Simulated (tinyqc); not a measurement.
Thermal stress and diffusional relaxation in a metal film: Coble and Nabarro-Herring creep, cooling and holds: one step, computed by the program tinyqc.

A thin film on a rigid substrate is stress-free at T0. Tension is positive and the film creeps linearly: d sigma/dt = -M (mismatch) dT/dt - sigma/tau.

Task: Stress after cooling to room temperature. Creep rate per stress: Nabarro-Herring 14 D Omega/(k_B T d^2), Coble (14 pi) delta D_b Omega/(k_B T d^3), with D = D0 exp(-E/(k_B T)), delta D_b = (delta D_b)0 exp(-E_b/(k_B T)); 1/tau = M x (sum of both)/2 (biaxial strain rate is half the uniaxial one). Temperatures in kelvin are T(C) + 273.15. Cooling from T0 at the constant rate: d sigma/dT = -slope + sigma/(tau(T) x rate), integrated to 25 C (stiff solver, tolerance 1e-9). Effective stress-free temperature T_eff = 25 C + sigma/slope.

Inputs (values chosen for the exercise, modelled on silver films on silicon):

| quantity | value | unit |
|---|---|---|
| biaxial modulus M | 140 | GPa |
| atomic volume Omega | 17 | angstrom^3 |
| lattice prefactor D0 | 4.8e-05 | m^2/s |
| lattice energy E | 1.92 | eV |
| boundary prefactor (delta D_b)0 | 6.1e-15 | m^3/s |
| boundary energy E_b | 0.897 | eV |
| grain size d | 1.7 | um |
| stress-free temperature T0 | 300 | C |
| hold temperature T | 140 | C |
| cooling rate | 30 | C/min |
| yield stress | 260 | MPa |

thermoelastic slope = 2.17 MPa/K

Constants: k_B = 1.380649e-23 J/K; k_B = 8.617333262e-05 eV/K.

Give: stress at 25 C; effective stress-free temperature.

Result:

stress at 25 C = 459.7 MPa

effective stress-free temperature = 236.9 C

Creep during cooling removes 23.0 % of the elastic value. Caution: the elastic stress exceeds the yield stress, so dislocation glide would cap it first. Caution: bulk creep laws overstate relaxation in a bonded film, and dislocation glide would cap stresses above the yield stress.
